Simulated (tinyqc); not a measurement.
Inside a calculation. Method: Hueckel theory of the pi electrons with the omega technique, for the molecule [CH2+]c1ccccc1 (SMILES; centres numbered as the heavy atoms are written). Computed by tinyqc, a small Python program that keeps every step. Settings: charge = 1, omega = 1.0, damping = 0. Command: `OMP_NUM_THREADS=1 python tinyqc.py 25336 25337 out.jsonl` (the two numbers bound the seeds that draw the settings). One thread of a shared host (Intel(R) Xeon(R) Processor @ 2.60GHz), about 0.01 s of CPU time with the checks.

## The Hueckel matrix

Centres:
```
centre  z_r, pi electrons of the neutral centre       h
1C                                            1  0.0000
2C                                            1  0.0000
3C                                            1  0.0000
4C                                            1  0.0000
5C                                            1  0.0000
6C                                            1  0.0000
7C                                            1  0.0000
```

Bonds:
```
i  j  k
1  2  1
2  3  1
3  4  1
4  5  1
5  6  1
6  7  1
7  2  1
```

H_rr = alpha + h_r beta, H_rs = k_rs beta for bonded centres.

Hueckel matrix in units of beta (H = alpha + beta A), order 1C, 2C, 3C, 4C, 5C, 6C, 7C:
$$\begin{pmatrix}
0.0000 & 1.0000 & 0.0000 & 0.0000 & 0.0000 & 0.0000 & 0.0000 \\
1.0000 & 0.0000 & 1.0000 & 0.0000 & 0.0000 & 0.0000 & 1.0000 \\
0.0000 & 1.0000 & 0.0000 & 1.0000 & 0.0000 & 0.0000 & 0.0000 \\
0.0000 & 0.0000 & 1.0000 & 0.0000 & 1.0000 & 0.0000 & 0.0000 \\
0.0000 & 0.0000 & 0.0000 & 1.0000 & 0.0000 & 1.0000 & 0.0000 \\
0.0000 & 0.0000 & 0.0000 & 0.0000 & 1.0000 & 0.0000 & 1.0000 \\
0.0000 & 1.0000 & 0.0000 & 0.0000 & 0.0000 & 1.0000 & 0.0000
\end{pmatrix}$$

## Orbitals, round 1

pi electrons, sum of z_r less the charge = 6

Diagonalise; E = alpha + x beta with beta < 0, so the largest x are filled first; degenerate levels share their electrons. P = sum n_i c_ri c_si; each orbital has its largest coefficient positive (the first on a tie).

x values: [2.1010, 1.2593, 1.0000, 0.0000, -1.0000, -1.2593, -2.1010]

occupations: [2.0000, 2.0000, 2.0000, 0.0000, 0.0000, 0.0000, 0.0000]

coefficients, order 1C, 2C, 3C, 4C, 5C, 6C, 7C:
$$\begin{pmatrix}
0.2380 & -0.3971 & 0.0000 & 0.7559 & 0.0000 & -0.3971 & -0.2380 \\
0.5000 & -0.5000 & 0.0000 & 0.0000 & 0.0000 & 0.5000 & 0.5000 \\
0.4063 & -0.1163 & 0.5000 & -0.3780 & 0.5000 & -0.1163 & -0.4063 \\
0.3536 & 0.3536 & 0.5000 & 0.0000 & -0.5000 & -0.3536 & 0.3536 \\
0.3366 & 0.5615 & 0.0000 & 0.3780 & 0.0000 & 0.5615 & -0.3366 \\
0.3536 & 0.3536 & -0.5000 & 0.0000 & 0.5000 & -0.3536 & 0.3536 \\
0.4063 & -0.1163 & -0.5000 & -0.3780 & -0.5000 & -0.1163 & -0.4063
\end{pmatrix}$$

charge and bond-order matrix P, order 1C, 2C, 3C, 4C, 5C, 6C, 7C:
$$\begin{pmatrix}
0.4286 & 0.6350 & 0.2857 & -0.1125 & -0.2857 & -0.1125 & 0.2857 \\
0.6350 & 1.0000 & 0.5226 & 0.0000 & -0.2250 & 0.0000 & 0.5226 \\
0.2857 & 0.5226 & 0.8571 & 0.7050 & 0.1429 & -0.2950 & -0.1429 \\
-0.1125 & 0.0000 & 0.7050 & 1.0000 & 0.6350 & 0.0000 & -0.2950 \\
-0.2857 & -0.2250 & 0.1429 & 0.6350 & 0.8571 & 0.6350 & 0.1429 \\
-0.1125 & 0.0000 & -0.2950 & 0.0000 & 0.6350 & 1.0000 & 0.7050 \\
0.2857 & 0.5226 & -0.1429 & -0.2950 & 0.1429 & 0.7050 & 0.8571
\end{pmatrix}$$

## Omega technique, round 1

h_r = h_r(0) + omega q_r, omega = 1, with q_r = z_r - P_rr.

matrix after round 1, order 1C, 2C, 3C, 4C, 5C, 6C, 7C:
$$\begin{pmatrix}
0.5714 & 1.0000 & 0.0000 & 0.0000 & 0.0000 & 0.0000 & 0.0000 \\
1.0000 & 0.0000 & 1.0000 & 0.0000 & 0.0000 & 0.0000 & 1.0000 \\
0.0000 & 1.0000 & 0.1429 & 1.0000 & 0.0000 & 0.0000 & 0.0000 \\
0.0000 & 0.0000 & 1.0000 & 0.0000 & 1.0000 & 0.0000 & 0.0000 \\
0.0000 & 0.0000 & 0.0000 & 1.0000 & 0.1429 & 1.0000 & 0.0000 \\
0.0000 & 0.0000 & 0.0000 & 0.0000 & 1.0000 & 0.0000 & 1.0000 \\
0.0000 & 1.0000 & 0.0000 & 0.0000 & 0.0000 & 1.0000 & 0.1429
\end{pmatrix}$$

## Orbitals, round 2

As before.

x values: [2.2060, 1.4208, 1.0740, 0.3787, -0.9311, -1.1368, -2.0115]

occupations: [2.0000, 2.0000, 2.0000, 0.0000, 0.0000, 0.0000, 0.0000]

coefficients, order 1C, 2C, 3C, 4C, 5C, 6C, 7C:
$$\begin{pmatrix}
0.3111 & -0.4980 & 0.0000 & 0.7185 & 0.0000 & -0.3196 & -0.1917 \\
0.5086 & -0.4230 & 0.0000 & -0.1385 & 0.0000 & 0.5459 & 0.4952 \\
0.4054 & -0.0515 & 0.5175 & -0.3855 & -0.4819 & -0.1505 & -0.4022 \\
0.3278 & 0.3572 & 0.4819 & 0.0476 & 0.5175 & -0.3533 & 0.3713 \\
0.3178 & 0.5590 & 0.0000 & 0.4035 & 0.0000 & 0.5522 & -0.3447 \\
0.3278 & 0.3572 & -0.4819 & 0.0476 & -0.5175 & -0.3533 & 0.3713 \\
0.4054 & -0.0515 & -0.5175 & -0.3855 & 0.4819 & -0.1505 & -0.4022
\end{pmatrix}$$

charge and bond-order matrix P, order 1C, 2C, 3C, 4C, 5C, 6C, 7C:
$$\begin{pmatrix}
0.6897 & 0.7378 & 0.3035 & -0.1518 & -0.3591 & -0.1518 & 0.3035 \\
0.7378 & 0.8752 & 0.4559 & 0.0312 & -0.1498 & 0.0312 & 0.4559 \\
0.3035 & 0.4559 & 0.8696 & 0.7277 & 0.2001 & -0.2697 & -0.2016 \\
-0.1518 & 0.0312 & 0.7277 & 0.9345 & 0.6077 & 0.0057 & -0.2697 \\
-0.3591 & -0.1498 & 0.2001 & 0.6077 & 0.8270 & 0.6077 & 0.2001 \\
-0.1518 & 0.0312 & -0.2697 & 0.0057 & 0.6077 & 0.9345 & 0.7277 \\
0.3035 & 0.4559 & -0.2016 & -0.2697 & 0.2001 & 0.7277 & 0.8696
\end{pmatrix}$$

## Omega technique, round 2

As before.

matrix after round 2, order 1C, 2C, 3C, 4C, 5C, 6C, 7C:
$$\begin{pmatrix}
0.3103 & 1.0000 & 0.0000 & 0.0000 & 0.0000 & 0.0000 & 0.0000 \\
1.0000 & 0.1248 & 1.0000 & 0.0000 & 0.0000 & 0.0000 & 1.0000 \\
0.0000 & 1.0000 & 0.1304 & 1.0000 & 0.0000 & 0.0000 & 0.0000 \\
0.0000 & 0.0000 & 1.0000 & 0.0655 & 1.0000 & 0.0000 & 0.0000 \\
0.0000 & 0.0000 & 0.0000 & 1.0000 & 0.1730 & 1.0000 & 0.0000 \\
0.0000 & 0.0000 & 0.0000 & 0.0000 & 1.0000 & 0.0655 & 1.0000 \\
0.0000 & 1.0000 & 0.0000 & 0.0000 & 0.0000 & 1.0000 & 0.1304
\end{pmatrix}$$

## Convergence

Each round sets h_r = h_r(0) + omega (z_r - P_rr), keeping the share named as damping of the old diagonal; repeat until output and input diagonals agree to 1e-6.

Rounds:
```
round  sum n x  largest |h(out) - h(in)|
1       8.7206                  5.71e-01
2       9.4016                  2.61e-01
3       9.4906                  1.83e-01
4       9.4240                  1.27e-01
5       9.4653                  9.33e-02
6       9.4347                  6.81e-02
7       9.4553                  5.12e-02
8       9.4401                  3.85e-02
9       9.4508                  2.95e-02
10      9.4427                  2.26e-02
11      9.4486                  1.76e-02
12      9.4441                  1.37e-02
13      9.4475                  1.08e-02
14      9.4449                  8.54e-03
15      9.4469                  6.78e-03
16      9.4453                  5.40e-03
17      9.4465                  4.32e-03
18      9.4456                  3.46e-03
19      9.4463                  2.78e-03
20      9.4457                  2.23e-03
21      9.4462                  1.80e-03
22      9.4458                  1.45e-03
23      9.4461                  1.17e-03
24      9.4459                  9.46e-04
25      9.4461                  7.65e-04
26      9.4459                  6.19e-04
27      9.4460                  5.01e-04
28      9.4459                  4.06e-04
29      9.4460                  3.29e-04
30      9.4460                  2.66e-04
31      9.4460                  2.16e-04
32      9.4460                  1.75e-04
33      9.4460                  1.42e-04
34      9.4460                  1.15e-04
35      9.4460                  9.31e-05
36      9.4460                  7.55e-05
37      9.4460                  6.12e-05
38      9.4460                  4.96e-05
39      9.4460                  4.02e-05
40      9.4460                  3.26e-05
```

Not converged within 40 rounds: the residual falls steadily but slowly, by a factor of about 0.81 a step. Reruns: damping 0.5: converged in 19; damping 0.8: not converged.
